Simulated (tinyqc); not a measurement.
n-type polysilicon, carrier trapping at grain boundaries: effect of the doping.

One-dimensional grains of size Lg, uniform ionised doping N, monovalent traps Qt at each boundary at a depth Et below (for electrons) or above (for holes) the band edge there, abrupt depletion of width W on each side of a boundary, Boltzmann statistics. xi is the distance from the band edge at the grain centre to the Fermi level. Trapped charge Qt/(1 + exp((xi + VB - Et)/Vt)) = 2 N W, barrier VB = q N W^2/(2 eps0 eps_r).

If the trap equation with xi = Vt ln(NB/N) has a root W < Lg/2, the grain is partly depleted; otherwise W = Lg/2 and the trap equation gives xi = Et - VB + Vt ln(Qt/(N Lg) - 1). N* = Qt/Lg. n0 = NB exp(-xi/Vt); mean density n0 (1 - 2 W/Lg) by charge balance in a partly depleted grain, and n0 (sqrt(pi)/2) erf(u)/u with u = sqrt(VB/Vt) in a fully depleted one; v = sqrt(kB T/(2 pi ms m0)); barrier resistivity Vt exp(VB/Vt)/(q fe n0 v Lg); grain resistivity (1 - 2 W/Lg)/(q n0 mug); effective mobility 1/(q mean density total resistivity). Rows with xi above 0.45 V, towards mid-gap, are left out, since the other carrier type is ignored.

Inputs (values chosen for the exercise); values of the order met in polycrystalline silicon:
- T = 250 K (temperature)
- eps_r = 11.7 (relative permittivity)
- NB = 2.13e19 cm^-3 (conduction-band density of states at T)
- Lg = 130 nm (grain size)
- Qt = 1e12 cm^-2 (trap density of a grain boundary)
- Et = 0.41 eV (depth of the trap level from the majority band edge at the boundary)
- ms = 0.35 m0 (mass for thermionic emission)
- fe = 0.5 (correction factor of the emission rate)
- mug = 67 cm^2/(V s) (mobility inside the grains)

Constants: q = 1.602176634e-19 C, kB = 1.380649e-23 J/K, m0 = 9.1093837015e-31 kg, Vt = kB T/q, eps0 = 8.8541878128e-14 F/cm where lengths are in cm. Results are converted to the units shown.

Effect of the doping:

| N (cm^-3) | N/N* | depleted share 2 W/Lg | VB (V) | xi (V) | mean density (cm^-3) | resistivity (ohm cm) | effective mobility (cm^2/(V s)) |
|---|---|---|---|---|---|---|---|
| 8.1e15 | 0.1053 | 1.000 | 0.02646 | 0.4296 | 3.283e10 | 3.661e5 | 519.3 |
| 1.7e16 | 0.2210 | 1.000 | 0.05554 | 0.3816 | 2.330e11 | 1.519e5 | 176.3 |
| 3.6e16 | 0.4680 | 1.000 | 0.1176 | 0.2951 | 9.060e12 | 4.899e4 | 14.06 |
| 7.5e16 | 0.9750 | 0.9656 | 0.2285 | 0.1217 | 2.581e15 | 2680 | 0.9024 |
| 1.6e17 | 2.080 | 0.4807 | 0.1208 | 0.1054 | 8.309e16 | 8.779 | 8.556 |
| 3.3e17 | 4.290 | 0.2331 | 0.05858 | 0.08978 | 2.531e17 | 0.4456 | 55.35 |
| 7e17 | 9.100 | 0.1099 | 0.02762 | 0.07358 | 6.231e17 | 0.1441 | 69.51 |
| 1.5e18 | 19.50 | 0.05128 | 0.01289 | 0.05716 | 1.423e18 | 0.06496 | 67.51 |
| 3.1e18 | 40.30 | 0.02481 | 0.006236 | 0.04152 | 3.023e18 | 0.03145 | 65.64 |

What does the table show?

As N goes from 8.1e15 to 3.1e18, VB goes from 0.0265 through a maximum of 0.228 (at N = 7.5e16 among the rows listed) to 0.00624 V, the resistivity falls from 3.66e5 to 0.0315 ohm cm and the effective mobility moves up and down between 0.902 and 519 cm^2/(V s). The steepest fall of the resistivity among the rows, as N^(-7.6), lies between N = 7.5e16 and 1.6e17 cm^-3; N* = 7.69e16 cm^-3. While the grain is fully depleted VB grows as N; once the traps are full it falls as 1/N. For N = 3.1e18 xi is under 2.5 Vt, where Boltzmann statistics begin to fail. For N = 1.5e18, 3.1e18 VB is below Vt, where abrupt depletion and thermionic emission are rough. For N = 7.5e16 the grain is near the changeover between partial and full depletion, within a few Debye lengths, where both limits are rough. For N = 8.1e15, 1.7e16, 7e17, 1.5e18 the effective mobility exceeds mug, since drift through the depleted part of the grain is left out.

tinyqc, about 0.01 s, one thread, Intel Xeon 2.30GHz (shared host): `OMP_NUM_THREADS=1 python tinyqc.py 2830279 2830280 out.jsonl`
